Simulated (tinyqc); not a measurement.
Gain against electron density: polytypes and stacking faults of a tetrahedral semiconductor in an axial Ising model with couplings up to third neighbours. Computed by tinyqc, a small Python program. Command: `OMP_NUM_THREADS=1 python tinyqc.py 3003232 3003233 out.jsonl polytype walk`. One thread of a shared host (Intel(R) Xeon(R) Processor @ 2.30GHz), about 0.01 s of CPU time with the checks.

Each double layer has s = +1 or -1 for the sense of its stacking step; E per pair of atoms = E0 - sum_n J_n <s_i s_(i+n)>, n = 1, 2, 3. Hexagonality h = (1 - <s_i s_(i+1)>)/2.

Inputs (values chosen for the exercise, for a model crystal):
```
quantity,value,unit
J1,-6.67,meV/pair
J2,-0.477,meV/pair
J3,0.091,meV/pair
basal lattice constant a,3.19,angstrom
binding energy of the fault level E_b,0.092,eV
in-plane mass m,0.4,m0
effective density of states N_c at 300 K,2.6e+19,1/cm^3
temperature T,1150,K
```

Host polytype: 2H.

Constants: 1 eV/angstrom^2 = 16.02176634 J/m^2; m_0 = 9.1093837015e-31 kg; hbar = 1.054571817e-34 J s; k_B = 1.380649e-23 J/K; k_B = 8.617333262e-05 eV/K.

Method. Faults in 2H: the sequences I1 (+), I2 (++), E (+++) are put between perfect repeats; k_n = (layers x C_n of the host) - sum_i s_i s_(i+n). gamma = sum k_n J_n/A, A = (sqrt 3/2) a^2; 1 meV/angstrom^2 = 16.02177 mJ/m^2. The fault binds electrons in a two-dimensional band E_b below the conduction edge, g2 = m m0/(pi hbar^2) for one valley. With the Fermi level held by the bulk, eta = ln[n/N_c(T)], N_c(T) = N_c (T/300)^1.5, the grand potential falls by g2 (k_B T)^2 F1(x), x = eta + E_b/(k_B T), F1(x) = integral from 0 to infinity of ln(1 + exp(x - t)) dt; sheet density g2 k_B T ln(1 + e^x). Band bending by the trapped charge is left out, so the gain is an upper bound.

fault coefficients k_n:
```
,J1,J2,J3
I1,-2,4,-6
I2,-4,4,-4
E,-6,4,-6
```

energy of the glide fault, I2 = 44.3742 mJ/m^2

At T:
```
n (1/cm^3),x,sheet density (1/cm^2),gain (mJ/m^2),gain/gamma,gain/gamma at T + 200 K
1.00e+14,-13.556,2.1472e+07,3.4092e-06,7.6828e-08,7.2545e-08
1.00e+15,-11.253,2.1472e+08,3.4092e-05,7.6828e-07,7.2545e-07
1.00e+16,-8.951,2.1471e+09,3.4091e-04,7.6826e-06,7.2544e-06
1.00e+17,-6.648,2.1458e+10,3.4081e-03,7.6804e-05,7.2529e-05
1.00e+18,-4.345,2.1334e+11,3.3982e-02,7.6581e-04,7.2385e-04
5.00e+18,-2.736,1.0402e+12,1.6777e-01,3.7809e-03,3.5878e-03
2.00e+19,-1.350,3.8183e+12,6.4209e-01,1.4470e-02,1.3911e-02
```

For x well below 0 the gain is k_B T times the sheet density and linear in n; for x well above 0 the well fills and the gain grows only about as x^2. It stays below the fault energy in all rows; 200 K more changes it by a factor 0.94 at 1e16.
